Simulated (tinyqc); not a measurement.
ROHF in the 6-311g basis, for H2+, spin multiplicity 2, step by step. One step of it, computed by the program tinyqc.

Task: Iteration 1: diagonalisation and new density. Diagonalise F' = X^T F X, C = X C', fill 1 alpha and 0 beta electrons from the bottom; D(s) = C_occ C_occ^T. Each column has its largest component positive (the first on a tie).

effective F (hartree), order 1H 1s, 1H 2s, 1H 3s, 2H 1s, 2H 2s, 2H 3s:
```
[[0.127612, -0.651348, -0.511849, -0.442870, -0.515570, -0.430019],
 [-0.651348, -0.597649, -0.517436, -0.515570, -0.566118, -0.476384],
 [-0.511849, -0.517436, -0.434905, -0.430019, -0.476384, -0.415014],
 [-0.442870, -0.515570, -0.430019, 0.127612, -0.651348, -0.511849],
 [-0.515570, -0.566118, -0.476384, -0.651348, -0.597649, -0.517436],
 [-0.430019, -0.476384, -0.415014, -0.511849, -0.517436, -0.434905]]
```

X, order 1H 1s, 1H 2s, 1H 3s, 2H 1s, 2H 2s, 2H 3s:
```
[[1.376231, -0.755018, 0.214800, 0.039086, -0.009058, -0.039549],
 [-0.755018, 2.252147, -1.080814, -0.009058, -0.452457, 0.302688],
 [0.214800, -1.080814, 2.462990, -0.039549, 0.302688, -1.279748],
 [0.039086, -0.009058, -0.039549, 1.376231, -0.755018, 0.214800],
 [-0.009058, -0.452457, 0.302688, -0.755018, 2.252147, -1.080814],
 [-0.039549, 0.302688, -1.279748, 0.214800, -1.080814, 2.462990]]
```

Give: F' = X^T F X; orbital energies; coefficients C; D(alpha) after iteration 1; D(beta) after iteration 1.

Result:

F' = X^T F X (hartree):
```
[[1.1088, -1.1530, 0.0283, -0.1231, -0.1843, -0.1055],
 [-1.1530, 0.5698, -0.3516, -0.1843, -0.1651, 0.0061],
 [0.0283, -0.3516, -0.0419, -0.1055, 0.0061, -0.1047],
 [-0.1231, -0.1843, -0.1055, 1.1088, -1.1530, 0.0283],
 [-0.1843, -0.1651, 0.0061, -1.1530, 0.5698, -0.3516],
 [-0.1055, 0.0061, -0.1047, 0.0283, -0.3516, -0.0419]]
```

orbital energies (hartree): [-0.8239, -0.2023, -0.0072, 0.1945, 2.0375, 2.0750]

coefficients C, order 1H 1s, 1H 2s, 1H 3s, 2H 1s, 2H 2s, 2H 3s:
```
[[0.2145, 0.1329, -0.0536, -0.1217, -1.0826, -1.1225],
 [0.3811, 0.3659, -0.6921, -1.3068, 1.7467, 1.2609],
 [0.0317, 1.2299, 0.8739, 2.2578, -1.1761, -0.5034],
 [0.2145, -0.1329, -0.0536, 0.1217, 1.0826, -1.1225],
 [0.3811, -0.3659, -0.6921, 1.3068, -1.7467, 1.2609],
 [0.0317, -1.2299, 0.8739, -2.2578, 1.1761, -0.5034]]
```

D(alpha) after iteration 1, order 1H 1s, 1H 2s, 1H 3s, 2H 1s, 2H 2s, 2H 3s:
```
[[0.0460, 0.0817, 0.0068, 0.0460, 0.0817, 0.0068],
 [0.0817, 0.1453, 0.0121, 0.0817, 0.1453, 0.0121],
 [0.0068, 0.0121, 0.0010, 0.0068, 0.0121, 0.0010],
 [0.0460, 0.0817, 0.0068, 0.0460, 0.0817, 0.0068],
 [0.0817, 0.1453, 0.0121, 0.0817, 0.1453, 0.0121],
 [0.0068, 0.0121, 0.0010, 0.0068, 0.0121, 0.0010]]
```

D(beta) after iteration 1, order 1H 1s, 1H 2s, 1H 3s, 2H 1s, 2H 2s, 2H 3s:
```
[[0.0000, 0.0000, 0.0000, 0.0000, 0.0000, 0.0000],
 [0.0000, 0.0000, 0.0000, 0.0000, 0.0000, 0.0000],
 [0.0000, 0.0000, 0.0000, 0.0000, 0.0000, 0.0000],
 [0.0000, 0.0000, 0.0000, 0.0000, 0.0000, 0.0000],
 [0.0000, 0.0000, 0.0000, 0.0000, 0.0000, 0.0000],
 [0.0000, 0.0000, 0.0000, 0.0000, 0.0000, 0.0000]]
```
